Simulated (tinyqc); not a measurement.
Deep-level transient spectroscopy: the DLTS spectrum.

Schottky contact on an n-type layer with shallow donors Nd (all ionised) and a donor-like deep trap, neutral when filled and positive when empty; depletion approximation. Traps within lam of the depletion edge stay filled. A long pulse to Vp fills the traps beyond x1 = Wp - lam; back at Vr those between x1 and x2 = Wr - lam emit. A rate window reads S = C(t2) - C(t1).

Emission rate en = sn vth(T) Nc(T) exp(-Et/kB T) = sn g T^2 exp(-Et/kB T), g = vth Nc/(300 K)^2, as vth goes as T^0.5 and Nc as T^1.5 (degeneracy factor 1). lam = sqrt(2 eps0 eps_r (EF - ET)/(q Nd)), EF - ET = Et - (kB T/q) ln(Nc(T)/Nd), Nc(T) = Nc (T/300 K)^1.5. In the steady state at the band bending V, 2 eps0 eps_r V/q = Nd W^2 + Nt (W - lam)^2 (the second term only if W > lam). W(t)^2 = Wr^2 + (Nt/Nd)(x2^2 - x1^2) exp(-en t), C = eps0 eps_r/W; for small Nt, dC/C = -(Nt/2 Nd) G exp(-en t) with G = (x2^2 - x1^2)/Wr^2. For an exponential transient S peaks where en = ew = ln(t2/t1)/(t2 - t1).

Values chosen for this exercise; material values close to those of silicon:
- eps_r = 11.9 (relative permittivity)
- Nc = 2.77e19 cm^-3 (conduction-band density of states at 300 K)
- vth = 2.3e7 cm/s (thermal velocity at 300 K)
- Nd = 5.7e15 cm^-3 (shallow donor density)
- Vbi = 0.74 V (built-in voltage)
- Et = 0.26 eV (depth of the trap below the conduction edge)
- sn = 4.2e-17 cm^2 (capture cross-section)
- Nt = 1.5e14 cm^-3 (trap density)
- Vr = 8.8 V (reverse bias)
- Vp = 0 V (reverse bias during the filling pulse)
- t1 = 10 ms (first sampling time)
- t2 = 25 ms (second sampling time)

Constants: q = 1.602176634e-19 C, kB = 1.380649e-23 J/K, eps0 = 8.8541878128e-14 F/cm where lengths are in cm. Results are converted to the units shown.

Results:
```
T (K)  en (1/s)  S (pF/cm^2)
136      1.2747       1.2440
141      3.0092       2.8597
146      6.7139       6.0097
152      16.452       12.538
157      33.028       19.133
168      133.10       15.863
173      237.18       6.3375
178      409.81       1.1635
183      688.30     0.072245
189      1239.1    2.9409e-4
194      1970.0    1.9751e-7
```

Estimate the missing row, T = 162 K.

Computed row:
```
T (K)  en (1/s)  S (pF/cm^2)
162      63.637       22.384
```

With this row back in the table: S goes from 1.24 through a maximum of 22.4 (at T = 162 K among the rows listed) to 1.98e-7 pF/cm^2; en equals ew = 61.1 1/s at 161.7 K. Colder, the trap has hardly emitted by t2; warmer, it is empty before t1. Rows above half of the largest S span 152 to 168 K.

Program tinyqc, `OMP_NUM_THREADS=1 python tinyqc.py 2050039 2050040 out.jsonl`; Intel Xeon 2.30GHz, shared host, one thread, about 0.01 s.
